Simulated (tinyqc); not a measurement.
Mass from the capacitance plateau.

Problem. Once one two-dimensional band is degenerate, Cq = q gv md m0 q/(pi hbar^2) and 1/C_G = 1/Cox + 1/Cq (no traps). Find Cq, md and the oxide-equivalent thickness 3.9 eps0/Cq that it adds.

Parameters, values chosen for the exercise: valley degeneracy gv = 2.

Constants: q = 1.602176634e-19 C, hbar = 1.054571817e-34 J s, m0 = 9.1093837015e-31 kg, eps0 = 8.8541878128e-14 F/cm where lengths are in cm. Results are converted to the units shown.

C_G on the plateau = 0.26014269 uF/cm^2
Cox = 0.26153909 uF/cm^2

Solution. Removing Cox from the series leaves Cq, which is proportional to gv md.

Cq = 48.7 uF/cm^2
md = 0.364 m0
added thickness = 0.0709 nm

Numbers from tinyqc (`OMP_NUM_THREADS=1 python tinyqc.py 2200127 2200128 out.jsonl`; about 0.01 s on one thread of a shared Intel Xeon 2.30GHz).
